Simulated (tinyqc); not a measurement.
Resistance of a tapered via with liner, size effect and interface: one step of the calculation.

A round via whose diameter grows from db at the bottom as D(z) = db + 2 z/tan(ang). The fill, of diameter D - 2 tl, starts above the bottom liner (thickness fb tl) and has rho = rho0 (1 + ks lam/(D - 2 tl)); the sidewall liner conducts in parallel with it. The bottom liner and the interface are crossed over the full area pi db^2/4. Spreading in the lines above and below is left out.

Task. Slices of the via. Slices between z0 = fb tl and hv, evaluated at their midpoints: conductance per length pi/4 [(D - 2 tl)^2/rho + (D^2 - (D - 2 tl)^2)/rl], slice resistance = slice height over that. 10 slices.

Inputs (values chosen for the exercise); fill metal close to copper: diameter at the bottom db = 15 nm; height hv = 21 nm; sidewall angle ang = 85 degrees; bulk resistivity of the fill rho0 = 1.69 uohm cm; mean free path of the fill lam = 38.7 nm; size-effect factor ks = 1.1; liner on the sidewall tl = 1.7 nm; liner at the bottom over that on the sidewall fb = 1; resistivity of the liner rl = 310 uohm cm.

Wanted: z; D; rho; slice resistance.

Result.

```
slice	z (nm)	D (nm)	rho (uohm cm)	slice resistance (ohm)
0	2.6650	15.466	7.6523	1.2714
1	4.5950	15.804	7.4900	1.1785
2	6.5250	16.142	7.3363	1.0947
3	8.4550	16.479	7.1905	1.0190
4	10.385	16.817	7.0520	0.95029
5	12.315	17.155	6.9204	0.88784
6	14.245	17.493	6.7951	0.83093
7	16.175	17.830	6.6756	0.77895
8	18.105	18.168	6.5616	0.73137
9	20.035	18.506	6.4527	0.68774
```

Range of the model: The ballistic limit exceeds half of R_fill, so a diffusive resistivity alone understates the resistance.

Numbers from tinyqc (`OMP_NUM_THREADS=1 python tinyqc.py 2750093 2750094 out.jsonl`; about 0.01 s on one thread of a shared Intel Xeon 2.30GHz).
